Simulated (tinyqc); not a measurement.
Inside a calculation. Model: Koster-Slater impurity in a tight-binding band, by Green functions and by supercells. Computed by tinyqc, a small Python program that keeps every step. Command: `OMP_NUM_THREADS=1 python tinyqc.py 3011677 3011678 out.jsonl kosterslater walk`. One thread of a shared host (Intel(R) Xeon(R) Processor @ 2.30GHz), about 0.06 s of CPU time with the checks. Intermediate numbers are printed to about 6 digits and carried at full precision; extremes and crossings named in words are read from the listed rows.

One orbital per site, e(k) = -2 t sum cos(k_i) over 3 direction(s), band from -6 t to 6 t, lattice constant 1. One site has the extra energy U. Spin is left out.

Inputs (values chosen for the exercise, for a model band):
```
quantity                   value      unit
hopping t                   0.44        eV
impurity potential U        -2.2        eV
supercell edge N               3     sites
energy inside the band E  -0.335        eV
broadening eta             0.044        eV
impurity concentration c   0.002  per site
```

Lattice: simple cubic.

Constants: hbar = 6.582119569e-16 eV s.

## The host Green function outside the band

Outside the band G0(E) = (1/pi) int_0^pi dk (2/(pi z)) K(16 t^2/z^2), z = E + 2 t cos k, K the complete elliptic integral with parameter m; 200 Gauss-Legendre points. A bound state solves 1/U = G0(E). Energies: 0.05, 0.2, 0.5, 1, 2, 4 and 8 t beyond the band edge on the side of U, rounded to four digits.

Scan on the side of U:
```
E (eV)  G0 (1/eV)  1/U - G0 (1/eV)
-2.662  -0.532821         0.078276
-2.728  -0.490020         0.035475
-2.860  -0.440620        -0.013926
-3.080  -0.387554        -0.066991
-3.520  -0.320299        -0.134247
-4.400  -0.243516        -0.211029
-6.160  -0.167733        -0.286812
```

G0 stays finite at the band edge, 0.252731/t in size, so binding needs |U| > 3.957 t.

## The bound state

Bisection in ln(distance from the edge) between 1e-5 t and |U| + t. Weight on the impurity site: -1/(U^2 dG0/dE), by a central difference with step min(1e-4 t, distance/30). Decay length along an axis: 1/arccosh(1 + distance/(2 t)).

level E_b = -2.81635 eV

distance from the band edge = 0.176348 eV

weight on the impurity site = 0.608586

decay length = 1.60524 sites

The state is compact: most of it sits on the impurity.

## Green function inside the band

Inside the band G0(z), z = E + i eta, comes from the chain form 1/(sqrt(y - 2t) sqrt(y + 2t)) (principal roots) at y = z + 2 t cos k + 2 t cos k', averaged over k and k' in (0, pi) with 200 Gauss-Legendre points each.

G0(E + i eta) = -0.164681-0.997532i 1/eV

## Scattering

T = U/(1 - U G0); phase shift delta = -arg(1 - U G0) in (-pi, pi]; host density of states -Im G0/pi; on the impurity -Im[G0/(1 - U G0)]/pi; lifetime of a band state hbar/(-2 c Im T).

T matrix = -0.268619-0.924418i eV

phase shift delta = 1.28800 rad

host density of states = 0.317524 1/eV

density of states on the impurity = 0.0607958 1/eV

scattering lifetime = 178.007 fs

The Born approximation would take Im T = U^2 Im G0 = -4.83 eV, 5.22 times the full value.

## The level in the supercell

In a periodic cell of N sites along each direction with Bloch vector K, the level solves 1/U = N^-d sum_k 1/(E - e(k)), k_i = (2 pi m_i + K_i)/N, m_i = 0..N-1; the outermost root on the side of U is taken (bisection). d is the number of directions. Gamma means K_i = 0, the zone corner K_i = pi, the quarter point K_i = pi/2. The error is measured against the isolated level E_b.

level at Gamma = -2.99390 eV

level at the corner = -2.64565 eV

level at the quarter point = -2.80517 eV

error at Gamma = -0.177552 eV

width between Gamma and the corner = 0.348252 eV

Images turn the level into a band 0.348 eV wide; the quarter point misses the isolated level by 0.011 eV, far less than Gamma, because the leading hopping between images averages out there.

## Convergence with cell size

Even N; errors against the isolated level E_b, set to 0 below 1e-6 t.

Error of the level (eV):
```
N   sites         Gamma       corner  quarter point
2       8  -4.85154e-01  6.16348e-01    6.10075e-02
4      64  -7.55016e-02  6.10075e-02    2.48429e-03
6     216  -1.52450e-02  1.11773e-02    1.45839e-04
8     512  -3.18863e-03  2.48429e-03    9.30740e-06
10   1000  -7.00328e-04  5.92372e-04    6.22042e-07
12   1728  -1.61924e-04  1.45839e-04              0
```

The error at Gamma falls exponentially, between the last two resolved rows by exp(-0.732) per site against 1/(decay length) = 0.623; the rest is the power-law prefactor of the Green function. Gamma and the corner err in opposite directions. Among the sizes listed an error below 1 meV is first reached at N = 10 at Gamma; at the quarter point N = 6 is enough.

## Phase shift across the band

delta/pi = -arg(1 - U G0)/pi counts the states added below E (Friedel); host DOS = -Im G0/pi, DOS on the impurity = -Im[G0/(1 - U G0)]/pi; 13 evenly spaced energies from -(band edge + |U| + 2t) to +(band edge + |U| + 2t).

Across the spectrum:
```
E (eV)    Re G0 (1/eV)  host DOS (1/eV)  DOS on the impurity (1/eV)  delta/pi
-5.72000     -0.181648         0.000482                     0.00134  0.001765
-4.76667     -0.222166         0.000738                     0.00282  0.003175
-3.81333     -0.289026         0.001321                     0.00996  0.007982
-2.86000     -0.439886         0.004188                     2.23015  0.232820
-1.90667     -0.612573         0.095702                     0.17139  0.654037
-0.95333     -0.660382         0.258459                     0.07611  0.579027
0.00000       0.000000         0.317602                     0.05458  0.363933
0.95333       0.660382         0.258459                     0.02807  0.200361
1.90667       0.612573         0.095702                     0.01609  0.087417
2.86000       0.439886         0.004188                     0.00108  0.004682
3.81333       0.289026         0.001321                     0.00049  0.001777
4.76667       0.222166         0.000738                     0.00033  0.001090
5.72000       0.181648         0.000482                     0.00025  0.000757
```

delta/pi starts and ends near zero (+0.002 and +0.001): the impurity moves states but creates none. delta/pi rises at the bound state below the band (-2.816 eV), reaches 0.65 among these rows (1 in the limit of small eta, just above the level) and is paid back by the top of the band.

Checks made by the program: G0 at the level by a direct sum over directions (relative difference below 1e-10).
